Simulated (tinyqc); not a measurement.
# Barrier and mass from two Fowler-Nordheim currents

Inverse problem. Fowler-Nordheim tunnelling through a dielectric follows J = A F^2 exp(-B/F), A = q^2 me/(16 pi^2 hbar m1 phi1) (A/V^2 with phi1 in volts), B = (4/3) sqrt(m1/C) phi1^1.5 (V/nm), C = hbar^2/(2 m0). Find B, A, phi1 and m1.

Inputs (values chosen for the exercise): emitter mass in the supply function me = 0.92 m0.

Constants: q = 1.602176634e-19 C, hbar = 1.054571817e-34 J s, m0 = 9.1093837015e-31 kg, hbar^2/(2 m0) = 0.0380998212 eV nm^2. Results are converted to the units shown.

J at F = 0.64 and 1.18 V/nm (A/cm^2): [2.3913083e-10, 0.060122561]

Solution. The slope of ln(J/F^2) against 1/F is -B and the intercept gives A. A fixes the product m1 phi1, and B = (4/3) phi1 sqrt(m1 phi1/C) then gives phi1.

B = 25.3 V/nm
A = 9.15e-7 A/V^2
phi1 = 2.98 eV
m1 = 0.520 m0

Numbers from tinyqc (`OMP_NUM_THREADS=1 python tinyqc.py 2540074 2540075 out.jsonl`; about 0.03 s on one thread of a shared Intel Xeon 2.30GHz).
